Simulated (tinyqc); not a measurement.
Band edges of strained Si(1-x)Ge(x) on relaxed Si(1-y)Ge(y): one step. Conduction valleys of the layer. Three cases, with inputs chosen for the exercise.

Task: Give the hydrostatic shifts, the uniaxial shifts and the edges.

A valley with unit axis u lies at Ev + gap + (av + a_valley) tr(e) + Xu (u.e.u - tr(e)/3); the Delta axes are x, y, z and the L axes [111], [1-1-1], [-11-1], [-1-11]. The second-order shift of the Delta valleys under shear is left out; it lowers the pair normal to the sheared plane by tens of meV at a shear of 1 %.

Give: hydrostatic shifts of Delta and L; uniaxial shifts; valley edges.

Case 1.

Interpolated values (a in angstrom, C11, C12, C44 in GPa, all else in eV):
```
symbol       layer      buffer
a         5.471400    5.425000
Dso       0.094000    0.045000
av        2.202000    2.440000
b        -2.206000   -2.130000
d        -4.878000   -4.760000
C11     159.740000  167.100000
C12      61.080000   64.200000
C44      76.140000   78.700000
Ev        0.128000    0.000000
ED        1.063680    1.133000
EL        1.757000    2.009000
aD        1.666000    1.730000
aL       -3.066000   -3.120000
XuD       9.368000    9.370000
XuL      16.242000   16.380000
```

strain tensor in the cubic axes:
```
             x            y           z
x  -0.00848046   0.00000000  0.00000000
y   0.00000000  -0.00848046  0.00000000
z   0.00000000   0.00000000  0.00648537
```

Result:

hydrostatic shifts of Delta and L (eV): -0.0405  0.0091

uniaxial shifts (eV): Delta x -0.0467, Delta y -0.0467, Delta z 0.0935, L [111] 0.0000, L [1-1-1] 0.0000, L [-11-1] 0.0000, L [-1-11] 0.0000

valley edges (eV): Delta x 1.1044, Delta y 1.1044, Delta z 1.2446, L [111] 1.8941, L [1-1-1] 1.8941, L [-11-1] 1.8941, L [-1-11] 1.8941

The lowest set is Delta4 (the digit counts whole valleys) at 1.1044 eV; the Delta valleys spread over 140 meV and the L valleys over 0 meV.

Case 2.

Interpolated values (a in angstrom, C11, C12, C44 in GPa, all else in eV):
```
symbol       layer      buffer
a         5.606378    5.563560
Dso       0.237220    0.192400
av        1.488400    1.708000
b        -2.436600   -2.352000
d        -5.208800   -5.126000
C11     136.322000  142.640000
C12      51.310000   54.100000
C44      69.672000   71.940000
Ev        0.530400    0.408000
ED        0.935099    0.960720
EL        1.011060    1.240200
aD        1.340800    1.456000
aL       -3.043600   -3.112000
XuD       9.263800    9.226000
XuL      15.583800   15.726000
```

strain tensor in the cubic axes:
```
             x            y           z
x  -0.00763744   0.00000000  0.00000000
y   0.00000000  -0.00763744  0.00000000
z   0.00000000   0.00000000  0.00574929
```

Result:

hydrostatic shifts of Delta and L (eV): -0.0269  0.0148

uniaxial shifts (eV): Delta x -0.0413, Delta y -0.0413, Delta z 0.0827, L [111] 0.0000, L [1-1-1] 0.0000, L [-11-1] 0.0000, L [-1-11] 0.0000

valley edges (eV): Delta x 1.3972, Delta y 1.3972, Delta z 1.5212, L [111] 1.5563, L [1-1-1] 1.5563, L [-11-1] 1.5563, L [-1-11] 1.5563

The lowest set is Delta4 (the digit counts whole valleys) at 1.3972 eV; the Delta valleys spread over 124 meV and the L valleys over 0 meV.

Case 3.

Interpolated values (a in angstrom, C11, C12, C44 in GPa, all else in eV):
```
symbol       layer      buffer
a         5.506570    5.431000
Dso       0.125180    0.044000
av        2.040600    2.430000
b        -2.255100   -2.100000
d        -4.945100   -4.790000
C11     154.563000  167.400000
C12      59.586000   64.800000
C44      75.476000   79.700000
Ev        0.237600    0.000000
ED        1.045369    1.168000
EL        1.564500    1.977000
aD        1.555100    1.730000
aL       -2.881300   -3.010000
XuD       9.110200    8.800000
XuL      15.583500   15.930000
```

strain tensor in the cubic axes:
```
             x            y           z
x  -0.01372361   0.00000000  0.00000000
y   0.00000000  -0.01372361  0.00000000
z   0.00000000   0.00000000  0.01058125
```

Result:

hydrostatic shifts of Delta and L (eV): -0.0606  0.0142

uniaxial shifts (eV): Delta x -0.0738, Delta y -0.0738, Delta z 0.1476, L [111] 0.0000, L [1-1-1] 0.0000, L [-11-1] 0.0000, L [-1-11] 0.0000

valley edges (eV): Delta x 1.1485, Delta y 1.1485, Delta z 1.3699, L [111] 1.8163, L [1-1-1] 1.8163, L [-11-1] 1.8163, L [-1-11] 1.8163

The lowest set is Delta4 (the digit counts whole valleys) at 1.1485 eV; the Delta valleys spread over 221 meV and the L valleys over 0 meV.

Computed by tinyqc, one run a case: `OMP_NUM_THREADS=1 python tinyqc.py N N+1 out.jsonl` with N = 1051072, 1051077, 1051086; one thread of a shared Intel(R) Xeon(R) Processor @ 2.30GHz, about 0.02 s a run at most.
